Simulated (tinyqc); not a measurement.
From results back to parameters: band-to-band tunnelling across a p-n junction in a two-band chain. Five cases, with inputs chosen for the exercise.

Problem. In a uniform field T = exp(-B/F), B = (pi/4) sqrt(m/c) Eg^(3/2), c = hbar^2/2m0, 1 V/angstrom = 100 MV/cm. m is the band-edge mass, the same for both bands (twice the reduced mass). The ratio below comes from a hidden m.

Constants: hbar^2/2m0 = 3.80998211 eV angstrom^2.

Case 1.

Values chosen (out of a larger set: gap and mass near those of GaSb; not measured data): Eg = 0.765 eV (gap); F1 = 0.83 MV/cm (first field); F2 = 2.23 MV/cm (second field).

ln(T2/T1) = 4.082993

Case 2.

Values chosen (out of a larger set: gap and mass near those of InAs; not measured data): Eg = 0.37 eV (gap); F1 = 0.97 MV/cm (first field); F2 = 2.05 MV/cm (second field).

ln(T2/T1) = 0.771430

Case 3.

Values chosen (out of a larger set: gap and mass near those of GaSb; not measured data): Eg = 0.747 eV (gap); F1 = 0.86 MV/cm (first field); F2 = 2.79 MV/cm (second field).

ln(T2/T1) = 4.246577

Case 4.

Values chosen (out of a larger set: gap and mass near those of InSb; not measured data): Eg = 0.181 eV (gap); F1 = 1.32 MV/cm (first field); F2 = 2.99 MV/cm (second field).

ln(T2/T1) = 0.157871

Case 5.

Values chosen (out of a larger set: gap and mass near those of InAs; not measured data): Eg = 0.362 eV (gap); F1 = 1.34 MV/cm (first field); F2 = 3.16 MV/cm (second field).

ln(T2/T1) = 0.596771

Find: B; m.

Solution. B is the logarithm over 1/F1 - 1/F2, and m = c (4B/pi)^2/Eg^3 with B in V/angstrom.

Case 1.

B = 5.398 MV/cm
m = 0.0402 m0

Case 2.

B = 1.420 MV/cm
m = 0.0246 m0

Case 3.

B = 5.279 MV/cm
m = 0.0413 m0

Case 4.

B = 0.373 MV/cm
m = 0.0145 m0

Case 5.

B = 1.388 MV/cm
m = 0.0251 m0

Computed by tinyqc, one run a case: `OMP_NUM_THREADS=1 python tinyqc.py N N+1 out.jsonl` with N = 1480377, 1480388, 1480389, 1480453, 1480499; one thread of a shared Intel(R) Xeon(R) Processor @ 2.30GHz, about 0.01 s a run at most.
